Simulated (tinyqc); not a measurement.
The integration grid: Kohn-Sham PBE on finer and finer grids in the 6-31g basis, for H2, spin multiplicity 1. Computed by the program tinyqc with PySCF. Command: `OMP_NUM_THREADS=1 python tinyqc.py 114047 114048 out.jsonl`; one thread of a shared host (Intel(R) Xeon(R) Processor @ 2.60GHz), about 1 s.

Geometry (angstrom):

| atom | x | y | z |
|---|---|---|---|
| H | 0.0000 | 0.0000 | 0.0000 |
| H | 0.0000 | 0.0000 | 0.9140 |

Self-consistent on each grid; the net force on the molecule should vanish.

Kohn-Sham energy on Becke grids (radial x angular points per atom):

| grid | points | residual of the electron count | E (hartree) | E - finest (mhartree) | largest net force without grid terms (hartree/bohr) |
|---|---|---|---|---|---|
| 10 x 14 | 276 | 1.00e-02 | -1.153833 | -4.271750 | 7.21e-18 |
| 15 x 26 | 774 | -3.81e-03 | -1.149765 | -0.203265 | 7.18e-18 |
| 20 x 50 | 1992 | 6.36e-05 | -1.149592 | -0.030879 | 3.79e-17 |
| 30 x 86 | 5148 | 1.84e-05 | -1.149570 | -0.008888 | 1.11e-16 |
| 50 x 194 | 19380 | 1.51e-08 | -1.149561 | 0.000000 | 4.63e-17 |
| 75 x 302 | 45270 | -7.14e-09 | -1.149561 | 0.000000 | 1.11e-16 |
| 120 x 590 | 141374 | -1.32e-10 | -1.149561 | 0.000000 | 1.11e-16 |

The energy is within 0.1 mhartree of the finest grid first at 20 x 50. The error has one sign here, though quadrature is not variational. The net force vanishes by symmetry here, so only the electron count signals a poor grid.
